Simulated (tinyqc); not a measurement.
# MOS capacitor on a p-type substrate, surface potential from the exact charge relation: Capacitance-voltage curves

Uniform p-type substrate, Boltzmann statistics, full ionisation, classical densities. psi is the surface potential against the body (positive when the bands bend down) and u = psi/Vt. Traps are spread evenly over the gap and neutral at flat band, so their charge is -q Dit psi; the minority quasi-Fermi level is shifted by Vb.

ni = sqrt(Nc Nv) exp(-Eg/(2 Vt)), Eg in volts; phiF = Vt ln(N/ni); Cox = eps0 eox/tox; Vfb = phiM - chi - (Eg - Vt ln(Nv/N)) - q Nf/Cox; Q0 = sqrt(2 eps0 eps_r q N Vt); r = (ni/N)^2 exp(-Vb/Vt); VT = Vfb + [(2 phiF + Vb)(1 + q Dit/Cox) + sqrt(2 eps0 eps_r q N (2 phiF + Vb))/Cox]. u = psi/Vt; F^2 = exp(-u) + u - 1 + r (exp(u) - u - 1); Qs = -sign(u) Q0 F; Cs = -dQs/dpsi = (Q0/Vt) |1 - exp(-u) + r (exp(u) - 1)|/(2 F). psi solves Vg = Vfb + psi + (q Dit psi - Qs)/Cox. Low frequency: 1/C_LF = 1/Cox + 1/(Cs + q Dit). High frequency, in the simple estimate in which traps and minority carriers do not follow: 1/C_HF = 1/Cox + 1/Cd, Cd being Cs with r = 0 at the same psi. Deep depletion: r = 0 and Dit = 0 both in the equation for psi and in Cs. Minority sheet density N_inv = (Q0/(2 q)) int_0^u r (exp(t) - 1)/F(t) dt for u > 0. N_inv under 1 cm^-2 is printed as 0. Regimes: accumulation when majority carriers gather, then depletion up to |psi| = phiF + Vb, weak inversion up to 2 phiF + Vb, strong inversion beyond.

Values chosen for this exercise; band and dielectric values those of a made-up semiconductor:

| symbol | value | unit | meaning |
|---|---|---|---|
| T | 325 | K | temperature |
| Eg | 1.01 | eV | band gap |
| eps_r | 10.8 |  | relative permittivity |
| Nc | 3.07e19 | cm^-3 | conduction-band density of states at T |
| Nv | 3.08e19 | cm^-3 | valence-band density of states at T |
| chi | 4.68 | eV | electron affinity |
| N | 4.7e15 | cm^-3 | acceptor density of the substrate |
| eox | 9.11 |  | relative permittivity of the gate insulator (close to aluminium oxide) |
| tox | 17 | nm | insulator thickness |
| phiM | 5.61 | eV | gate work function |
| Nf | 0 | cm^-2 | fixed charge at the interface, in units of q |
| Dit | 0 | cm^-2 eV^-1 | density of interface traps |
| Vb | 0 | V | reverse bias of the inversion layer against the body |

Constants: q = 1.602176634e-19 C, kB = 1.380649e-23 J/K, Vt = kB T/q, eps0 = 8.8541878128e-14 F/cm where lengths are in cm. Results are converted to the units shown.

Results:

| Vg (V) | psi (V) | C_LF/Cox | C_HF/Cox | C_deep/Cox | N_inv (cm^-2) | regime |
|---|---|---|---|---|---|---|
| -0.42 | -0.19000 | 0.87695 | 0.87695 | 0.87695 | 0 | accumulation |
| 0.16 | -0.0045360 | 0.26305 | 0.26305 | 0.26305 | 0 | accumulation |
| 0.45 | 0.24650 | 0.078803 | 0.078799 | 0.078799 | 4.7549e5 | depletion |
| 0.74 | 0.51648 | 0.098083 | 0.054122 | 0.054047 | 4.5967e9 | weak inversion |
| 1.03 | 0.66574 | 0.76111 | 0.047689 | 0.043699 | 4.0416e11 | strong inversion |
| 1.33 | 0.71412 | 0.88717 | 0.046056 | 0.037496 | 1.1478e12 | strong inversion |
| 1.62 | 0.74033 | 0.92663 | 0.045239 | 0.033471 | 1.9285e12 | strong inversion |
| 1.91 | 0.75852 | 0.94598 | 0.044697 | 0.030515 | 2.7333e12 | strong inversion |

Estimate the missing row, Vg = -0.13 V.

Computed row:

| Vg (V) | psi (V) | C_LF/Cox | C_HF/Cox | C_deep/Cox | N_inv (cm^-2) | regime |
|---|---|---|---|---|---|---|
| -0.13 | -0.13910 | 0.74387 | 0.74387 | 0.74387 | 0 | accumulation |

With this row back in the table: C_LF/Cox is lowest, 0.0788, at Vg = 0.45 V (depletion) among the rows listed and is 0.946 in the last row, where C_HF/Cox is 0.0447 and the deep-depletion value 0.0305. Vfb = 0.166 V, where C_HF/Cox = 0.253 (Cox in series with eps0 eps_r/LD), and VT = 0.742 V. Over the last two rows psi moves by only 0.063 V a volt of gate bias, since the inversion charge screens the body. In strong accumulation and inversion degeneracy and confinement, left out here, lower the capacitance.

tinyqc, about 0.01 s, one thread, Intel Xeon 2.30GHz (shared host): `OMP_NUM_THREADS=1 python tinyqc.py 2060172 2060173 out.jsonl`
